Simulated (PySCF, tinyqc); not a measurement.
CID on RHF in the sto-3g basis, for H4, spin multiplicity 1, step by step. The lowest restricted solution is unstable here: a spin-polarised one lies 0.0053 hartree lower (PySCF). One step of it, computed by the program tinyqc.

Problem. Iteration 2 (converged): orbitals. Diagonalise F' = X^T F X, C = X C', fill 2 alpha and 2 beta electrons from the bottom; D = 2 C_occ C_occ^T. Each column has its largest component positive (the first on a tie).

converged F (hartree), lower triangle:
```
           1H 1s      2H 1s      3H 1s      4H 1s
1H 1s  -0.213425
2H 1s  -0.144515  -0.213425
3H 1s  -0.431550  -0.119011  -0.213425
4H 1s  -0.119011  -0.431550  -0.144515  -0.213425
```

X, lower triangle:
```
           1H 1s      2H 1s      3H 1s     4H 1s
1H 1s   1.089944
2H 1s  -0.093890   1.089944
3H 1s  -0.236347   0.000422   1.089944
4H 1s   0.000422  -0.236347  -0.093890  1.089944
```

Give: F' = X^T F X; orbital energies; coefficients C; D after iteration 2.

Solution.

F' = X^T F X (hartree), lower triangle:
```
         1        2        3        4
1  -0.0208
2  -0.0955  -0.0208
3  -0.4128   0.0041  -0.0208
4   0.0041  -0.4128  -0.0955  -0.0208
```

orbital energies (hartree): MO1 -0.5249, MO2 -0.3421, MO3 0.2924, MO4 0.4917

coefficients C:
```
          MO1      MO2      MO3      MO4
1H 1s  0.3801   0.4735   0.6160   0.7103
2H 1s  0.3801  -0.4735   0.6160  -0.7103
3H 1s  0.3801   0.4735  -0.6160  -0.7103
4H 1s  0.3801  -0.4735  -0.6160   0.7103
```

D after iteration 2, lower triangle:
```
         1H 1s    2H 1s    3H 1s   4H 1s
1H 1s   0.7374
2H 1s  -0.1596   0.7374
3H 1s   0.7374  -0.1596   0.7374
4H 1s  -0.1596   0.7374  -0.1596  0.7374
```
